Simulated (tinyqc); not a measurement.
# Hole mobility in a silicon inversion layer, empirical terms and Matthiessen rule: what changes with what

Inversion layer of sheet density Ns on a uniformly doped body. The mobility terms are empirical power laws with prefactors chosen for the exercise; adding their inverses (Matthiessen) is itself an approximation.

Parameters, values chosen for the exercise; material values close to those of silicon: temperature T = 273 K; band gap Eg = 1.13 eV; relative permittivity of the semiconductor eps_r = 11.7; conduction-band density of states at T Nc = 2.4e19 cm^-3; valence-band density of states at T Nv = 2.34e19 cm^-3; body doping Nb = 6.8e17 cm^-3; reverse body bias Vsb = 0 V; weight of the inversion charge in the effective field eta = 0.3333; phonon-limited mobility at 1 MV/cm and 300 K Ap = 140 cm^2/(V s); roughness-limited mobility at 1 MV/cm As = 358 cm^2/(V s); exponent of the roughness term gs = 1; Coulomb prefactor Ac = 820 cm^2/(V s); charge at the interface Nit = 2.9e10 cm^-2; inversion density Ns = 5e12 cm^-2.

Constants: q = 1.602176634e-19 C, kB = 1.380649e-23 J/K, Vt = kB T/q, eps0 = 8.8541878128e-14 F/cm where lengths are in cm. Results are converted to the units shown.

Each table varies one quantity; the others keep the values above.

## Effect of the reverse body bias

ni = sqrt(Nc Nv) exp(-Eg/(2 Vt)), Eg in volts; Ndep = sqrt(2 eps0 eps_r Nb (2 Vt ln(Nb/ni) + Vsb)/q); E = q (Ndep + eta Ns)/(eps0 eps_r), in MV/cm. With t = T/(300 K): muC = Ac (Ns/1e12 cm^-2) t/(Nb/1e17 cm^-3 + Nit/1e11 cm^-2), muP = Ap E^(-1/3) t^(-1.75), muS = As E^(-gs); 1/mu is the sum of the inverses.

The same in every row: muC (cm^2/(V s)) = 526.2.

Result of one run:
```
Vsb (V)  E (MV/cm)  muP (cm^2/(V s))  muS (cm^2/(V s))  mu (cm^2/(V s))
1.6         0.9920             165.6             360.9            93.36
```

What becomes of these results when the reverse body bias Vsb is changed from 1.6 to 0.8 V, all else the same?

Result of the changed run:
```
Vsb (V)  E (MV/cm)  muP (cm^2/(V s))  muS (cm^2/(V s))  mu (cm^2/(V s))
0.8         0.8667             173.2             413.1            99.06
```

The whole series:
```
Vsb (V)  E (MV/cm)  muP (cm^2/(V s))  muS (cm^2/(V s))  mu (cm^2/(V s))
0           0.7078             185.3             505.8            107.8
0.4         0.7932             178.4             451.4            102.9
0.8         0.8667             173.2             413.1            99.06
1.2         0.9322             169.0             384.0            95.97
1.6         0.9920             165.6             360.9            93.36
2            1.047             162.6             341.9            91.11
2.4          1.099             160.0             325.8            89.14
```

As Vsb goes from 0 to 2.4 V, E rises from 0.708 to 1.10 MV/cm and mu falls from 108 to 89.1 cm^2/(V s). The phonon term is the smallest in the first and the last row.

## Effect of the body doping

Same model as above.

Effect of the body doping:
```
Nb (cm^-3)  E (MV/cm)  muC (cm^2/(V s))  muP (cm^2/(V s))  muS (cm^2/(V s))  mu (cm^2/(V s))
2e16           0.3280              7614             239.4              1092            191.4
4.4e16         0.3643              5111             231.2             982.7            180.6
9.7e16         0.4194              2961             220.6             853.5            165.5
2.1e17         0.5006              1561             208.0             715.2            146.0
4.7e17         0.6285             747.7             192.8             569.6            120.8
1e18           0.8086             362.6             177.2             442.7            93.82
2.3e18          1.110             160.2             159.5             322.6            64.05
5e18            1.536             74.19             143.1             233.0            40.39
```

What does the table show?

As Nb goes from 2e16 to 5e18 cm^-3, E rises from 0.328 to 1.54 MV/cm and mu falls from 191 to 40.4 cm^2/(V s). The smallest term is the phonon one in the first row and the Coulomb one in the last. At Nb = 5e18 cm^-3 E passes 1.5 MV/cm, beyond the usual range of such laws.

## Effect of the inversion density

Same model as above.

Results:
```
Ns (cm^-2)  E (MV/cm)  muC (cm^2/(V s))  muP (cm^2/(V s))  muS (cm^2/(V s))  mu (cm^2/(V s))
2e11           0.4604             21.05             213.8             777.7            18.70
3.6e11         0.4686             37.89             212.6             764.0            30.86
6.3e11         0.4825             66.31             210.5             741.9            47.22
1.1e12         0.5067             115.8             207.1             706.5            67.20
2e12           0.5531             210.5             201.2             647.2            88.75
6.3e12         0.7748             663.1             179.8             462.1            108.3
1.1e13          1.017              1158             164.2             352.0            102.1
2e13            1.481              2105             144.9             241.7            86.84
```

Estimate the missing row, Ns = 3.6e12 cm^-2.

Computed row:
```
Ns (cm^-2)  E (MV/cm)  muC (cm^2/(V s))  muP (cm^2/(V s))  muS (cm^2/(V s))  mu (cm^2/(V s))
3.6e12         0.6356             378.9             192.0             563.2            103.9
```

With this row back in the table: As Ns goes from 2e11 to 2e13 cm^-2, E rises from 0.460 to 1.48 MV/cm and mu goes from 18.7 through a maximum of 108 (at Ns = 6.3e12 cm^-2 among the rows listed) to 86.8 cm^2/(V s). The smallest term is the Coulomb one in the first row and the phonon one in the last. Screening lifts the Coulomb term as Ns grows while the field presses the carriers to the interface, hence the maximum.

Computed by the program tinyqc: `OMP_NUM_THREADS=1 python tinyqc.py 2510068 2510069 out.jsonl`, one thread of a shared Intel Xeon 2.30GHz, about 0.01 s for the whole run.
